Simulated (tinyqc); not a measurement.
Zener tunnelling in a reverse-biased junction, two-band WKB: effect of the doping Nd.

Abrupt p-n junction, depletion approximation. Energies E are counted from the conduction-band edge of the neutral n side; its Fermi level lies at dn, that of the p side at dn - V, and the valence-band edge of the neutral p side at Em = dn + dp - V. Tunnelling needs 0 < E < Em. Two-band dispersion with equal masses m: inside the gap kappa = sqrt(m u (1 - u/Eg)/C), u the distance from a band edge, C = hbar^2/(2 m0).

Nd = Nc F12(dn/Vt), Na = Nv F12(dp/Vt), F12(x) = (2/sqrt(pi)) int_0^infinity sqrt(u)/(1 + exp(u - x)) du; dn = EF - Ec on the n side, dp = Ev - EF on the p side (negative outside the bands); Vbi = Eg + dn + dp. W = sqrt(2 eps0 eps_r (Vbi - V)(1/Na + 1/Nd)/q), mean field F = (Vbi - V)/W, peak field 2 F. In a uniform field F the exponent is S = pi sqrt(m/C) Eg^1.5/(4 F). Transverse energy Et = C kt^2/m raises it to S (1 + 4 Et/Eg), so T = exp(-S) exp(-Et/Eb) with Eb = Eg/(4 S). KJ = (2 q^2/h) m/(4 pi C) (times 1e14 for A/cm^2 per eV^2). J = KJ exp(-S) Eb times the integral from 0 to Em of [f(E - dn) - f(E - dn + V)] [1 - exp(-min(E, Em - E)/Eb)] dE, f(x) = 1/(1 + exp(x/Vt)), with S and Eb from the mean field; J > 0 flows from p to n.

Values chosen for this exercise; band and dielectric values close to those of indium arsenide: temperature T = 300 K; band gap Eg = 0.346 eV; relative permittivity eps_r = 15.4; conduction-band density of states at 300 K Nc = 8.59e16 cm^-3; valence-band density of states at 300 K Nv = 6.54e18 cm^-3; band-edge mass of the two-band model m = 0.024 m0; acceptor density Na = 4.9e18 cm^-3; bias of the p side V = -1.5 V.

Constants: q = 1.602176634e-19 C, kB = 1.380649e-23 J/K, hbar = 1.054571817e-34 J s, h = 6.62607015e-34 J s, m0 = 9.1093837015e-31 kg, Vt = kB T/q, eps0 = 8.8541878128e-14 F/cm where lengths are in cm, hbar^2/(2 m0) = 0.0380998212 eV nm^2. Results are converted to the units shown.

Results:
```
Nd (cm^-3)  Vbi (V)  mean field (MV/cm)      S  J (A/cm^2)
2.7e17       0.4025              0.1691  7.501       -3637
4.9e17       0.4389              0.2253  5.632    -3.141e4
6.7e17       0.4634              0.2607  4.866    -7.820e4
9.1e17       0.4922              0.2997  4.233    -1.690e5
1.2e18       0.5235              0.3385  3.748    -3.097e5
1.7e18       0.5715              0.3919  3.237    -5.964e5
2.3e18       0.6231              0.4419  2.871    -9.675e5
```

Estimate the missing row, Nd = 3.6e17 cm^-3.

Computed row:
```
Nd (cm^-3)  Vbi (V)  mean field (MV/cm)      S  J (A/cm^2)
3.6e17       0.4187              0.1944  6.525    -1.110e4
```

With this row back in the table: The mean field rises from 0.169 to 0.442 MV/cm, as Nd^(0.45), S falls from 7.50 to 2.87, and |J| rises from 3640 to 9.67e5 A/cm^2: 2.42 decades, of which exp(-S) accounts for 2.01. Where S is below about 4, a WKB prefactor of 1 is a rough guess.

Range of the model: Parabolic densities of states, no band tails and no gap narrowing, all of which matter at such doping.

Computed by the program tinyqc: `OMP_NUM_THREADS=1 python tinyqc.py 2620146 2620147 out.jsonl`, one thread of a shared Intel Xeon 2.30GHz, about 0.02 s for the whole run.
